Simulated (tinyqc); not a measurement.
Biaxially strained (001) channel, valley splitting in an inversion layer: course of the iteration: Fermi level by Newton steps.

A thin layer grown on a relaxed buffer is stretched in the plane. The two valleys with their long axis along the growth direction (D2) sink against the four in-plane ones (D4); confinement in a triangular well splits them too. Only the lowest subband of each set is kept; one relaxation time, so the weakening of intervalley scattering is left out.

f = N2 ln(1 + exp((EF - E2)/Vt)) + N4 ln(1 + exp((EF - E4)/Vt)) - Ns, f' = [N2/(1 + exp((E2 - EF)/Vt)) + N4/(1 + exp((E4 - EF)/Vt))]/Vt, EF(new) = EF - f/f'.

Stop when EF changes by less than 1e-10 eV, or after 40 iterations.

Parameters, values chosen for the exercise: temperature T = 400 K; inversion density Ns = 1.2e12 cm^-2.

Constants: q = 1.602176634e-19 C, kB = 1.380649e-23 J/K, Vt = kB T/q. Results are converted to the units shown.

EF at the start = 0.114 eV
E2 = 0.113808 eV
E4 = 0.375769 eV
N2 = 5.61558e12 cm^-2
N4 = 2.45009e13 cm^-2

Course of the iteration:

| iteration | EF (eV) | \|change\| (eV) |
|---|---|---|
| 1 | 0.0808414 | 0.0332 |
| 2 | 0.0669366 | 0.0139 |
| 3 | 0.0643507 | 2.59e-3 |
| 4 | 0.0642699 | 8.08e-5 |
| 5 | 0.0642698 | 7.67e-8 |
| 6 | 0.0642698 | 6.89e-14 |

Did this iteration meet its convergence test, and what does its course show?

Yes. Converged in 6 iterations. At the end the number of correct digits about doubles with each step.

Computed by the program tinyqc: `OMP_NUM_THREADS=1 python tinyqc.py 2530154 2530155 out.jsonl`, one thread of a shared Intel Xeon 2.30GHz, about 0.01 s for the whole run.
